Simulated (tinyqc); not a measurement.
What moves the results: pi bands of a honeycomb layer in tight binding. A value that a table varies takes the place of the one given here.

Lattice vectors a (1,0) and a (1/2, sqrt3/2); f = exp(i ky a/sqrt3) + 2 cos(kx a/2) exp(-i ky a/(2 sqrt3)), w = |f|. H = [[D - t2 F, -t f], [., -D - t2 F]] with F = w^2 - 3, S = [[1, s0 f], [., 1]]; the levels solve det(H - E S) = 0. K = (4 pi/3a, 0), M = (pi/a, pi/(sqrt3 a)); w = 3, 1, 0 at Gamma, M, K.

Constants: hbar^2/2m0 = 3.80998211 eV angstrom^2.

Values chosen for the exercise (of the size used for graphene; the results hold for these values, not for the real material): a = 2.46 angstrom (lattice constant); t = 2.69 eV (nearest hopping); t2 = 0.08 eV (second-neighbour hopping); s0 = 0.135 (overlap of neighbours); D = 0 eV (+D on A, -D on B).

## How far the cone holds

Upper and lower levels at distance q from K towards Gamma (-x) and towards M (+x), measured from 3 t2; cone: sqrt(D^2 + (hbar v q)^2), hbar v = (sqrt3/2) a (t + 3 t2 s0).

Levels (eV):

| q (1/angstrom) | cone | upper, to Gamma | lower, to Gamma | upper, to M | lower, to M |
|---|---|---|---|---|---|
| 0.02 | 0.1160 | 0.1173 | -0.1163 | 0.1157 | -0.1147 |
| 0.05 | 0.2900 | 0.2984 | -0.2916 | 0.2879 | -0.2816 |
| 0.10 | 0.5800 | 0.6134 | -0.5856 | 0.5704 | -0.5462 |
| 0.15 | 0.8700 | 0.9450 | -0.8804 | 0.8460 | -0.7939 |
| 0.20 | 1.1600 | 1.2928 | -1.1749 | 1.1129 | -1.0245 |
| 0.30 | 1.7400 | 2.0359 | -1.7581 | 1.6141 | -1.4344 |
| 0.40 | 2.3199 | 2.8392 | -2.3264 | 2.0600 | -1.7760 |
| 0.60 | 3.4799 | 4.6044 | -3.3909 | 2.7326 | -2.2543 |

At q = 0.2 the upper band lies +133 meV from the cone towards Gamma and -47 meV towards M; half their difference, 90 meV, is the trigonal warping, steeper towards Gamma, and their mean, +43 meV, comes from the bending of the band and from t2 or the overlap. All four values stay within 5 % of the cone up to q = 0.05. The electron-hole asymmetry, upper plus lower towards Gamma, is +118 meV at q = 0.2.

## Fermi level against carrier density

hbar v = 5.79986 eV angstrom

Cone with four flavours: n = kF^2/pi, EF = sqrt(D^2 + (hbar v kF)^2), density of states 2 EF/(pi (hbar v)^2), quantum capacitance e^2 times it (1 e^2/(eV angstrom^2) = 1602.177 microF/cm^2), cyclotron mass 2c EF/(hbar v)^2, c = hbar^2/2m0; 1e12/cm^2 = 1e-4/angstrom^2.

Filling:

| n (1e12/cm^2) | kF (1/angstrom) | EF (eV) | Cq (microF/cm^2) | cyclotron mass (m0) |
|---|---|---|---|---|
| 0.10 | 0.00560 | 0.0325 | 0.986 | 0.0074 |
| 0.25 | 0.00886 | 0.0514 | 1.559 | 0.0116 |
| 0.50 | 0.01253 | 0.0727 | 2.204 | 0.0165 |
| 1.00 | 0.01772 | 0.1028 | 3.117 | 0.0233 |
| 2.00 | 0.02507 | 0.1454 | 4.408 | 0.0329 |
| 4.00 | 0.03545 | 0.2056 | 6.234 | 0.0466 |
| 10.00 | 0.05605 | 0.3251 | 9.857 | 0.0736 |
| 20.00 | 0.07927 | 0.4597 | 13.940 | 0.1041 |

From 1 to 4e12/cm^2 EF rises by a factor 2.000, the square root of four. Capacitance and mass grow in proportion to EF counted from mid-gap, so hardly at all while a large gap term dominates it; in a parabolic band both are constant; Cq is 3.12 microF/cm^2 at 1e12/cm^2, against 3.45 for 1 nm of a dielectric with eps = 3.9.

## What each parameter does

Gap at K, difference at M, and the two levels at Gamma, from (e - E)^2 - D^2 - (t + s0 E)^2 w^2 = 0, e = -t2 (w^2 - 3). Each row changes one parameter from the base and keeps the others.

Results:

| case | gap at K (eV) | difference at M (eV) | lower at Gamma (eV) | upper at Gamma (eV) |
|---|---|---|---|---|
| base | 0.0000 | 5.5239 | -6.0854 | 12.7563 |
| t = 2.8245 eV | 0.0000 | 5.7979 | -6.3726 | 13.4345 |
| t2 = 0.13 eV | 0.0000 | 5.5514 | -6.2989 | 12.2521 |
| s0 = 0.165 | 0.0000 | 5.5848 | -5.7191 | 15.0297 |
| D = 0.1 eV | 0.2000 | 5.5276 | -6.0860 | 12.7569 |
| a = 2.5092 angstrom | 0.0000 | 5.5239 | -6.0854 | 12.7563 |

The largest shifts from the base row, up to three for each result and ties (the steps differ in size, so this ranks the rows, not the parameters). gap at K (eV): D +0.2000; unchanged at the printed digits by t, t2, s0 and a. difference at M (eV): t +0.2740, s0 +0.0610, t2 +0.0275; unchanged at the printed digits by a. lower at Gamma (eV): s0 +0.3663, t -0.2872, t2 -0.2135; unchanged at the printed digits by a. upper at Gamma (eV): s0 +2.2734, t +0.6782, t2 -0.5042; unchanged at the printed digits by a. At points fixed by symmetry a drops out; the gap at K is 2D whatever the hoppings.

(tinyqc, `OMP_NUM_THREADS=1 python tinyqc.py 1450254 1450255 out.jsonl`, Intel(R) Xeon(R) Processor @ 2.30GHz, 1 thread, shared host, about 0.01 s.)
